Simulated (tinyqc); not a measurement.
# Molecular dynamics of a small cluster by velocity Verlet steps, step by step

A worked calculation. Computed by tinyqc, a small Python program that keeps every step. Command: `OMP_NUM_THREADS=1 python tinyqc.py 3018706 3018707 out.jsonl verlet walk`. One thread of a shared host (Intel(R) Xeon(R) Processor @ 2.30GHz), about 0.2 s of CPU time with the checks. Intermediate numbers are printed to about 6 digits and carried at full precision; extremes and crossings named in words are read from the listed rows.

E = sum_i {sum_j A exp(-p (r_ij/r0 - 1)) - xi sqrt(rho_i)}, rho_i = sum_j exp(-2 q (r_ij/r0 - 1)); the force on i is -sum_j w_ij (R_i - R_j)/r_ij with w_ij = -(2p/r0) A exp(-p (r_ij/r0 - 1)) + (xi q/r0) exp(-2 q (r_ij/r0 - 1)) (rho_i^(-1/2) + rho_j^(-1/2)).

Inputs (values chosen for the exercise, for model atoms):

| quantity | value | unit |
|---|---|---|
| length r0 | 3.16 | angstrom |
| repulsion A | 0.13 | eV |
| hopping xi | 2.11 | eV |
| decay p | 11.3 | - |
| decay q | 2.41 | - |
| atomic mass M | 195 | u |
| time step dt | 6.9 | fs |
| steps | 300 | - |

Potential: Gupta. Thermostat: none.

starting positions (angstrom):
```
            x      y     z
atom 1  -0.04   0.01  0.01
atom 2   2.95  -0.02  0.05
atom 3   2.99   2.99  0.01
atom 4   0.01   2.95     0
atom 5   1.46   1.45  2.07
atom 6   1.46   1.56  -2.1
```

starting velocities (angstrom/fs):
```
               x         y         z
atom 1    -4e-05  -0.00055   0.00167
atom 2  -0.00106   0.00118   0.00075
atom 3   0.00047    -7e-05  -0.00084
atom 4   0.00039  -0.00041  -0.00146
atom 5   0.00075  -0.00112  -0.00062
atom 6  -0.00052   0.00097   0.00051
```

Constants: 1 eV/(angstrom u) = 9.648533212e-03 angstrom/fs^2; k_B = 8.617333262e-05 eV/K.

## State at the start

Velocity Verlet: a = c F/M with c = 9.648533212e-3 angstrom/fs^2 per eV/(angstrom u); R(new) = R + v dt + a dt^2/2; v(new) = v + (a + a(new)) dt/2. Kinetic energy K = M v^2/(2c); temperature T = 2K/((3N - 3) k_B), rotation of the cluster included.

forces (eV/angstrom):
```
                x          y          z
atom 1   0.217083  -0.003271  -0.258277
atom 2  -0.245094   0.337728  -0.396601
atom 3  -0.245529  -0.371077   0.029453
atom 4  -0.028191   0.199321   0.097947
atom 5   0.082900   0.199676   0.161433
atom 6   0.218831  -0.362378   0.366044
```

potential energy = -23.6014 eV

kinetic energy = 0.133665 eV

temperature = 206.816 K

## Step 1

The formulas are those given above.

positions after step 1 (angstrom):
```
               x         y         z
atom 1  -0.04002   0.00620   0.02122
atom 2   2.94240  -0.01146   0.05471
atom 3   2.99295   2.98908   0.00424
atom 4   0.01266   2.94741  -0.00996
atom 5   1.46527   1.44251   2.06591
atom 6   1.45667   1.56627  -2.09605
```

new forces (eV/angstrom):
```
                x          y          z
atom 1   0.161522  -0.016769  -0.309295
atom 2  -0.140440   0.231546  -0.472935
atom 3  -0.227639  -0.319723   0.057263
atom 4  -0.063811   0.226703   0.190359
atom 5   0.035292   0.306840   0.259432
atom 6   0.235077  -0.428597   0.275176
```

velocities after step 1 (angstrom/fs):
```
                  x            y            z
atom 1   0.00002463  -0.00055342   0.00157311
atom 2  -0.00112581   0.00127718   0.00060157
atom 3   0.00038923  -0.00018792  -0.00082520
atom 4   0.00037429  -0.00033728  -0.00141078
atom 5   0.00077018  -0.00103354  -0.00054816
atom 6  -0.00044252   0.00083498   0.00061946
```

total energy = -23.4678 eV

## Step 2

The formulas are those given above.

positions after step 2 (angstrom):
```
               x         y         z
atom 1  -0.03966   0.00236   0.03171
atom 2   2.93446  -0.00237   0.05830
atom 3   2.99537   2.98741  -0.00139
atom 4   0.01517   2.94535  -0.01947
atom 5   1.47063   1.43574   2.06244
atom 6   1.45389   1.57152  -2.09145
```

new forces (eV/angstrom):
```
                x          y          z
atom 1   0.101214  -0.027975  -0.353560
atom 2  -0.025995   0.112738  -0.548439
atom 3  -0.203164  -0.257655   0.086289
atom 4  -0.103283   0.252621   0.284539
atom 5  -0.017969   0.412656   0.361299
atom 6   0.249197  -0.492385   0.169871
```

velocities after step 2 (angstrom/fs):
```
                  x            y            z
atom 1   0.00006948  -0.00056106   0.00145996
atom 2  -0.00115422   0.00133595   0.00042721
atom 3   0.00031569  -0.00028648  -0.00080069
atom 4   0.00034577  -0.00025545  -0.00132972
atom 5   0.00077313  -0.00091071  -0.00044219
atom 6  -0.00035985   0.00067776   0.00069543
```

total energy = -23.4677 eV

## Fastest vibration

Relax the cluster, diagonalise the Hessian (central differences): omega_max = sqrt(c lambda_max/M). Verlet steps are stable for omega_max dt < 2.

omega_max = 0.0328496 1/fs

shortest period = 191.271 fs

omega_max dt = 0.226662

The step is 1/27.7 of the shortest period.

## The trajectory

Spread = largest minus smallest value. The test of the step is the spread (largest minus smallest) of the total energy over the run without thermostat, against the spread of K; the step passes below 5 %. The mean T is over the second half.

Course of the run (evenly spaced rows):

| step | t (fs) | U (eV) | K (eV) | U + K (eV) | T (K) |
|---|---|---|---|---|---|
| 0 | 0.0 | -23.6014 | 0.133665 | -23.4678 | 206.816 |
| 21 | 144.9 | -23.5921 | 0.124578 | -23.4676 | 192.756 |
| 42 | 289.8 | -23.6124 | 0.144599 | -23.4678 | 223.733 |
| 63 | 434.7 | -23.6255 | 0.157737 | -23.4678 | 244.061 |
| 84 | 579.6 | -23.5866 | 0.119052 | -23.4676 | 184.205 |
| 105 | 724.5 | -23.5791 | 0.111478 | -23.4676 | 172.486 |
| 126 | 869.4 | -23.5775 | 0.109795 | -23.4677 | 169.883 |
| 147 | 1014.3 | -23.5208 | 0.053473 | -23.4673 | 82.738 |
| 168 | 1159.2 | -23.5355 | 0.068180 | -23.4673 | 105.493 |
| 189 | 1304.1 | -23.5132 | 0.045957 | -23.4673 | 71.108 |
| 210 | 1449.0 | -23.5171 | 0.049774 | -23.4673 | 77.014 |
| 231 | 1593.9 | -23.5572 | 0.089790 | -23.4674 | 138.930 |
| 252 | 1738.8 | -23.5664 | 0.098737 | -23.4677 | 152.773 |
| 273 | 1883.7 | -23.5884 | 0.120810 | -23.4676 | 186.926 |
| 294 | 2028.6 | -23.6142 | 0.146574 | -23.4677 | 226.790 |

spread of the total energy = 7.90808e-04 eV

spread of the total over spread of K = 0.00599875

mean temperature = 156.040 K

The total energy keeps within 0.60 % of the swings of K, so the step passes.

## Energy conservation against the time step

Runs without thermostat over the same span of time, steps x dt; spread = largest minus smallest value. For contrast, the energy gained over the first 30 dt (dt of the inputs) by explicit Euler steps: R(new) = R + v dt, v(new) = v + a dt.

Energy error (eV):

| dt (fs) | omega_max dt | Verlet, spread of U + K | Euler, gain in U + K |
|---|---|---|---|
| 0.8625 | 0.028333 | 1.22878e-05 | 0.01715 |
| 1.7250 | 0.056666 | 4.91615e-05 | 0.03635 |
| 3.4500 | 0.113331 | 1.96527e-04 | 0.08190 |
| 6.9000 | 0.226662 | 7.90808e-04 | 0.20941 |
| 13.8000 | 0.453324 | 3.12257e-03 | 0.66875 |
| 20.7000 | 0.679987 | 7.14912e-03 | 1.46563 |

The Verlet error grows as dt^2.00 between the first rows, the second order of the method. Euler steps gain energy steadily: over that short span the gain in the first row is already 1400 times the Verlet spread of the whole run, and it grows as dt^1.08, tending to the first order of that method as dt shrinks.

Checks made by the program: time reversal over 50 steps (relative difference below 1e-10).
